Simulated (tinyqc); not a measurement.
Worked calculation: CCD on RHF in the sto-3g basis, for H2, spin multiplicity 1. One step of it, computed by the program tinyqc.

Question. CCD: starting amplitudes. t_ij^ab = <ij||ab> / (e_i + e_j - e_a - e_b), whose energy is MP2.

orbital energies (hartree): MO1 -0.449912, MO2 0.388322

Two-electron integrals over orbitals (pq|rs), unique and non-zero (hartree):
```
(11|11) 0.606681   (21|21) 0.204201   (22|11) 0.605266   (22|22) 0.635211
```

Give: Starting amplitudes; correlation energy.

Answer.

Starting amplitudes (spin orbitals 1a, 1b, ...; amplitudes related by a flip of all spins are not repeated):
```
from      to       t
1a 1b  2a 2b  -0.122
```

correlation energy = -0.02487 hartree
